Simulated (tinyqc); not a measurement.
Worked calculation: band edges of strained Si(1-x)Ge(x) on relaxed Si(1-y)Ge(y). Values are carried at full precision from step to step, so a last printed digit may differ when a step is redone from the rounded ones.

Values are linear in the Ge fraction but for ED(x) = linear - CD x (1 - x) and a(x) = linear - Ca x (1 - x). Energies are on the common scale of Ev.

Inputs chosen for the exercise (end members near Si and Ge, in this order; not measured data): a = (5.433, 5.662) angstrom (lattice constant); Dso = (0.044, 0.288) eV (spin-orbit splitting); av = (2.49, 1.23) eV (valence hydrostatic potential); b = (-2.11, -2.56) eV (tetragonal shear potential); d = (-4.83, -5.32) eV (trigonal shear potential); C11 = (167.1, 130) GPa; C12 = (64, 48.7) GPa; C44 = (79, 66.2) GPa; Ev = (0, 0.63) eV (top of the unstrained valence band); ED = (1.137, 0.928) eV (gap to the Delta valleys); EL = (1.982, 0.748) eV (gap to the L valleys); aD = (1.87, 1.35) eV (hydrostatic potential of the Delta gap); aL = (-2.84, -2.79) eV (hydrostatic potential of the L gap); XuD = (9.37, 9.07) eV (uniaxial potential, Delta); XuL = (16.14, 14.61) eV (uniaxial potential, L); CD = 0.208 eV (bowing of the Delta gap); Ca = 0 angstrom (bowing of the lattice constant); x = 0 (Ge fraction of the layer); y = 0.19 (Ge fraction of the relaxed buffer); face = 111 (growth face).

## Values of the layer and the buffer

Interpolate at x and at y.

Interpolated values (a in angstrom, C11, C12, C44 in GPa, all else in eV):
```
symbol     layer    buffer
a         5.4330    5.4765
Dso       0.0440    0.0904
av        2.4900    2.2506
b        -2.1100   -2.1955
d        -4.8300   -4.9231
C11     167.1000  160.0510
C12      64.0000   61.0930
C44      79.0000   76.5680
Ev        0.0000    0.1197
ED        1.1370    1.0653
EL        1.9820    1.7475
aD        1.8700    1.7712
aL       -2.8400   -2.8305
XuD       9.3700    9.3130
XuL      16.1400   15.8493
```

## Strain of the layer on a (111) buffer

Coherent growth on a (111) face: e_par = (a(y) - a(x))/a(x), e_perp = -(2 C11 + 4 C12 - 4 C44)/(C11 + 2 C12 + 4 C44) e_par; exx = eyy = ezz = (2 e_par + e_perp)/3 and exy = eyz = ezx = (e_perp - e_par)/3.

Use the elastic constants of the layer.

e_par = 0.008008
e_perp = -0.003593

strain tensor in the cubic axes:
```
           x          y          z
x   0.004141  -0.003867  -0.003867
y  -0.003867   0.004141  -0.003867
z  -0.003867  -0.003867   0.004141
```

The layer is under tension in the plane; its volume changes by +1.242 %.

## Conduction valleys of the layer

A valley with unit axis u lies at Ev + gap + (av + a_valley) tr(e) + Xu (u.e.u - tr(e)/3); the Delta axes are x, y, z and the L axes [111], [1-1-1], [-11-1], [-1-11]. The second-order shift of the Delta valleys under shear is left out; it lowers the pair normal to the sheared plane by tens of meV at a shear of 1 %.

Give the hydrostatic shifts, the uniaxial shifts and the edges.

hydrostatic shifts of Delta and L (eV): 0.0542  -0.0043

uniaxial shifts (eV): Delta x 0.0000, Delta y 0.0000, Delta z 0.0000, L [111] -0.1248, L [1-1-1] 0.0416, L [-11-1] 0.0416, L [-1-11] 0.0416

valley edges (eV): Delta x 1.1912, Delta y 1.1912, Delta z 1.1912, L [111] 1.8528, L [1-1-1] 2.0193, L [-11-1] 2.0193, L [-1-11] 2.0193

The lowest set is Delta6 (the digit counts whole valleys) at 1.1912 eV; the Delta valleys spread over 0 meV and the L valleys over 166 meV.

## Valence edges of the layer

Valence edges: Ev plus the levels of the 6 x 6 matrix of X, Y, Z times spin with -Dso/3 + l exx + m (eyy + ezz) on the diagonal (cyclic), n exy off it, l = av + 2 b, m = av - b, n = sqrt(3) d. Spin-orbit term (Dso/3) L.sigma on X, Y, Z with (L_k)_ij = -i epsilon_kij: <X+|H|Y+> = -i Dso/3, <X+|H|Z-> = Dso/3, <Y+|H|Z-> = -i Dso/3, <Z+|H|X-> = -Dso/3, <Z+|H|Y-> = i Dso/3, <X-|H|Y-> = i Dso/3, and their conjugates; + and - are the spin along z.

Give the strain block and the three twofold edges.

strain block (eV), lower triangle:
```
        X       Y       Z
X  0.0309
Y  0.0324  0.0309
Z  0.0324  0.0324  0.0309
```

edges from the top (eV): 0.0847  -0.0014  -0.0345

The top two edges are split by 86 meV.

## Gap and offsets against the buffer

Buffer: Ev(y) and Ec = Ev(y) + min(ED, EL). dEc = Ec(buffer) - Ec(layer), dEv = Ev(layer) - Ev(buffer); positive values confine the carrier in the layer; type I if both have one sign.

gap of the strained layer = 1.1065 eV
gap of the buffer = 1.0653 eV
dEc = -0.0062 eV
dEv = -0.0350 eV

Type I: electrons collect in the buffer (6 meV) and holes in the buffer (35 meV). The relaxed layer would have a gap of 1.137 eV, so strain has moved it by -31 meV. An offset this small is within the spread of published parameter sets, so the type is not settled by this model.

## Checks

- Mean of the three Delta edges against the hydrostatic shift alone (eV): both 1.19117.

tinyqc: `OMP_NUM_THREADS=1 python tinyqc.py 1051439 1051440 out.jsonl`; about 0.02 s, one thread, shared Intel(R) Xeon(R) Processor @ 2.30GHz.
